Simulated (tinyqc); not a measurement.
Linear model of a band gap against the share of exact exchange: one step. Band edges and a deep level. Two cases, with inputs chosen for the exercise.

Problem. The opening c = S alpha lowers the valence top by fv c and raises the conduction edge by (1 - fv) c, both against the mean potential; the level moves by cd c. Use the fixed point. Compare with stretching the level in proportion to the gap and with pinning it to either edge.

Give: opening c; shifts of the valence and conduction edges; level above the valence top; level below the conduction edge; level above the valence top: stretched, tied to the valence edge, tied to the conduction edge.

Case 1.

Values chosen (of the order of those of Ge; shifted at random, so the results belong to these values and not to a real crystal): E0 = 0.08 eV (gap of the semi-local functional); S = 5.05 eV (slope dE/d(alpha)); fv = 0.46 (share of the opening taken by the valence edge); Ed = 0.03 eV (defect level above the semi-local valence top); cd = 0.12 (shift of the level per unit opening, on the scale of the mean potential).

fixed point = 0.0632421

Solution.

opening c = 0.319 eV

shifts of the valence and conduction edges (eV): -0.147  0.172

level above the valence top = 0.215 eV
level below the conduction edge = 0.184 eV

level above the valence top: stretched, tied to the valence edge, tied to the conduction edge (eV): 0.150  0.030  0.349

The three recipes err by -0.07, -0.19 and +0.13 eV against alignment through the mean potential. With cd = 0.12 the level moves with the conduction edge, by 0.22 times as much as that edge.

Case 2.

Values chosen (of the order of those of GaN; shifted at random, so the results belong to these values and not to a real crystal): E0 = 1.97 eV (gap of the semi-local functional); S = 7.47 eV (slope dE/d(alpha)); fv = 0.59 (share of the opening taken by the valence edge); Ed = 0.98 eV (defect level above the semi-local valence top); cd = 0 (shift of the level per unit opening, on the scale of the mean potential).

fixed point = 0.1996278

Solution.

opening c = 1.491 eV

shifts of the valence and conduction edges (eV): -0.880  0.611

level above the valence top = 1.860 eV
level below the conduction edge = 1.601 eV

level above the valence top: stretched, tied to the valence edge, tied to the conduction edge (eV): 1.722  0.980  2.471

The three recipes err by -0.14, -0.88 and +0.61 eV against alignment through the mean potential. A localised level with cd = 0 stays put while the edges move away from it.

Computed by tinyqc, one run a case: `OMP_NUM_THREADS=1 python tinyqc.py N N+1 out.jsonl` with N = 1880514, 1880615; one thread of a shared Intel(R) Xeon(R) Processor @ 2.30GHz, about 0.01 s a run at most.
